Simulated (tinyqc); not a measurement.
Comparisons within one model: delta-doped layer in the Thomas-Fermi potential. A value that a table varies takes the place of the one given here.

All donors ionised in the plane z = 0, zero temperature, energies from the Fermi level EF of the Thomas-Fermi model, which lies at the bulk band edge; c = hbar^2/2m0, q = e^2/(4 pi eps0). Layer in a (001) plane: two valleys with m_z = ml, m_d = mt (unprimed) and four with m_z = mt, m_d = sqrt(ml mt) (primed); m3 = (ml mt^2)^(1/3), gv = 6. With n = (gv/3 pi^2)(m3 (-V)/c)^(3/2) and V'' = -(4 pi q/eps) n for z > 0, the solution is V = -b/(|z| + z0)^4 with sqrt(b) = 20/K, K = (4 pi q/eps)(gv/3 pi^2)(m3/c)^(3/2), and z0^5 = 4b/(e F0), e F0 = 2 pi q N/eps; 1e13/cm^2 = 1e-3/angstrom^2. Exchange and correlation are left out.

Subbands solve -(c/m_z) psi'' + V psi = E psi on 1280 points of spacing z0/80; up to ten levels for each group, kept if bound with an rms width below 2.5 z0.

Constants: hbar^2/2m0 = 3.80998211 eV angstrom^2; e^2/(4 pi eps0) = 14.39964547 eV angstrom.

Inputs chosen for the exercise (near those of a delta-doped layer in Si; not measured data):
```
symbol  value                              unit         meaning
ml      0.908                              m0           longitudinal mass
mt      0.193                              m0           transverse mass
eps     11.6                                            dielectric constant
Nl      (0.92, 1.8, 3.7, 6.4, 11, 18, 29)  x 1e13/cm^2  sheet densities
N       9.2                                x 1e13/cm^2  donor sheet density
```

## Doping density

The well, the lowest level and the filling anew; at zero temperature n_i = g m_d (mu - E_i)/(2 pi c), with mu fixed by sum n_i = N.

Results:
```
N (1e13/cm^2)  z0 (angstrom)  depth (eV)  lowest (eV)  next - lowest (eV)  occupied  share of lowest (%)
0.92                    32.5      0.0584      -0.0199              0.0102         2                 33.2
1.8                     28.5      0.0999      -0.0373              0.0180         2                 31.9
3.7                     24.6      0.1777      -0.0727              0.0330         3                 30.2
6.4                     22.1      0.2755      -0.1201              0.0518         3                 28.9
11                      19.8      0.4249      -0.1964              0.0804         3                 27.7
18                      18.0      0.6301      -0.3060              0.1193         4                 26.5
29                      16.3      0.9228      -0.4689              0.1740         4                 25.4
```

The depth grows as N^(4/5) and z0 shrinks as N^(-1/5): factors 15.8 and 1.99 for 32 times the doping. The lowest level deepens faster, with exponent 0.92, since the zero-point energy takes a smaller share of a deeper well (66 % falling to 49 %). The number of occupied subbands is 2 in the first row and 4 in the last. Depths beyond about 0.5 eV stretch parabolic valleys past their range. Up to N = 0.92 the donor spacing exceeds 1.5 Bohr radii (one radius, a0 eps/m with the density-of-states mass, is 19 angstrom), where a uniform sheet is a crude picture of discrete donors (beyond about three radii electrons stay on single donors).

## What each parameter does

z0, depth, lowest level and its rms width. Each row changes one parameter from the base and keeps the others.

Results:
```
case                  z0 (angstrom)  depth (eV)  lowest (eV)  rms z (angstrom)
base                          20.53      0.3683      -0.1670              5.11
N = 5.52 x 1e13/cm^2          22.74      0.2448      -0.1049              6.26
eps = 10.4                    19.23      0.3848      -0.1704              5.00
ml = 1.044 m0                 19.97      0.3582      -0.1648              4.84
mt = 0.164 m0                 21.91      0.3931      -0.1875              4.97
```

The largest shifts from the base row, up to three for each result and ties (the steps differ in size, so this ranks the rows, not the parameters). z0 (angstrom): N +2.21, mt +1.38, eps -1.30. depth (eV): N -0.1236, mt +0.0248, eps +0.0164. lowest (eV): N +0.0621, mt -0.0205, eps -0.0034. rms z (angstrom): N +1.15, ml -0.27, mt -0.15.

Run: tinyqc, `OMP_NUM_THREADS=1 python tinyqc.py 1280189 1280190 out.jsonl`; Intel(R) Xeon(R) Processor @ 2.30GHz, one thread, shared host; about 0.1 s of CPU time with all checks.
